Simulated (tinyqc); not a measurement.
Domain walls in a thin film with perpendicular anisotropy: Bloch, Neel and chiral walls, motion and stripe domains: one step, computed by the program tinyqc.

One-dimensional wall: polar angle theta(x), azimuth phi of the moment in the wall (phi = 0 Neel, 90 degrees Bloch). mu_0 = 1.25663706212e-6 T m/A, gamma = 1.76085963023e11 rad/(s T).

Problem. Velocity under current. Spin-orbit drive: B_SL = hbar theta_SH J/(2 e M_s t) acts as the field (pi/2) B_SL cos(phi). Steady state: v = (gamma Delta/alpha)(pi/2) B_SL cos(phi) = gamma Delta [B_D sin(phi) - (B_K/2) sin(2 phi)], B_K = 2 K_D/M_s, B_D = pi D/(2 M_s Delta); the root with phi between its rest value and 90 degrees; v saturates at v_D = gamma Delta B_D.

Inputs (values chosen for the exercise, for a model film): saturation magnetisation M_s = 1190 kA/m; DMI constant D = 0.15 mJ/m^2; thickness t = 1.2 nm; damping alpha = 0.037; current density J = 0.28 1e12 A/m^2; spin Hall angle theta_SH = 0.064.

Drive: spin-orbit torque.

K_D = 48.94674 kJ/m^3

width parameter Delta = 4.812900 nm

azimuth phi = 59.99387 degrees

Constants: hbar = 1.054571817e-34 J s; e = 1.602176634e-19 C.

Give: B_SL; azimuth in motion; velocity; saturation velocity v_D.

Solution.

B_SL = 4.130 mT

azimuth in motion = 80.89 degrees

velocity = 23.53 m/s

saturation velocity v_D = 34.86 m/s

v is 67 % of v_D: still rising with current. Caution: pinning, heating and tilting of the wall are left out.
